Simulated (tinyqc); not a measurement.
# Programming of a floating-gate cell by Fowler-Nordheim tunnelling: what changes with what

Per tunnel area the floating gate has Ctun = 3.9 eps0/tox to the channel (0 V) and Ccg to the control gate, Ct = Ctun/(1 - ag), no other coupling. With the threshold shift U = -Q/Ccg the field is F = ag (Vg - U)/tox, and dU/dt = J/Ccg. Fowler-Nordheim: J = A F^2 exp(-B/F), A = q^2/(16 pi^2 hbar mo phi) (times 1e14 for A/cm^2 with F in V/nm, emitter mass m0), B = (4/3) sqrt(mo/C) phi^1.5, C = hbar^2/(2 m0).

Values chosen for this exercise; oxide values close to those of silicon dioxide:
```
symbol  value  unit                       meaning
phi      3.06    eV                tunnel barrier
mo       0.41    m0               tunnelling mass
tox       7.6    nm        tunnel oxide thickness
ag       0.64               coupling ratio Ccg/Ct
Vt0      -1.7     V  threshold shift at the start
Vg       12.6     V          control-gate voltage
```

Constants: q = 1.602176634e-19 C, hbar = 1.054571817e-34 J s, m0 = 9.1093837015e-31 kg, eps0 = 8.8541878128e-14 F/cm where lengths are in cm, hbar^2/(2 m0) = 0.0380998212 eV nm^2. Results are converted to the units shown.

Each table varies one quantity; the others keep the values above.

## Effect of the coupling ratio

After 3e-5 s. Exact: exp(B/F(t)) = exp(B/F(0)) + K t, K = A B ag/(Ccg tox), and U = Vg - tox F/ag.

Effect of the coupling ratio:
```
ag	F(0) (V/nm)	F (V/nm)	J (A/cm^2)	U (V)
0.42	0.7903	0.7902	1.041e-5	-1.699
0.47	0.8843	0.8830	2.921e-4	-1.678
0.52	0.9784	0.9625	0.003104	-1.467
0.57	1.073	1.003	0.008973	-0.7715
0.63	1.185	1.018	0.01324	0.3134
0.68	1.279	1.026	0.01600	1.130
0.73	1.374	1.034	0.01941	1.832
0.78	1.468	1.044	0.02431	2.429
```

What does the comparison show?

The starting field rises from 0.790 to 1.47 V/nm and U rises from -1.70 to 2.43 V. Between the last two rows 0.01 of coupling is worth 119 mV. In 3 of the 8 rows the starting field exceeds 12 MV/cm, where the oxide would wear out or break down quickly.

## Threshold shift against time

Same model as above.

Result of one run:
```
t (s)	F (V/nm)	J (A/cm^2)	U (V)	dU/dlog10 t (V)
1.4e-6	1.150	0.2328	-1.053	0.9291
```

What becomes of these results when the time t is changed from 1.4e-6 to 0.00035 s, all else the same?

Result of the changed run:
```
t (s)	F (V/nm)	J (A/cm^2)	U (V)	dU/dlog10 t (V)
0.00035	0.9225	9.935e-4	1.645	0.9913
```

The whole series:
```
t (s)	F (V/nm)	J (A/cm^2)	U (V)	dU/dlog10 t (V)
3.4e-8	1.202	0.6164	-1.674	0.05974
2.1e-7	1.192	0.5120	-1.551	0.3065
1.4e-6	1.150	0.2328	-1.053	0.9291
8.7e-6	1.075	0.04916	-0.1632	1.219
5.5e-5	0.9945	0.007245	0.7907	1.136
0.00035	0.9225	9.935e-4	1.645	0.9913
0.0022	0.8603	1.378e-4	2.384	0.8639
0.014	0.8055	1.899e-5	3.035	0.7577
0.09	0.7570	2.609e-6	3.610	0.6693
```

U rises from -1.67 to 3.61 V, while J falls by 5.37 decades, at the end as t^(-1.07). Well past t0 = 9.26e-7 s the stored charge chokes the field and U gains only 0.669 V a decade. In every row the starting field exceeds 12 MV/cm, where the oxide would wear out or break down quickly.

Range of the model: Programming fields of 10 MV/cm and more wear the oxide; trapping and the channel potential are ignored.

Program tinyqc, `OMP_NUM_THREADS=1 python tinyqc.py 2130042 2130043 out.jsonl`; Intel Xeon 2.30GHz, shared host, one thread, about 0.01 s.
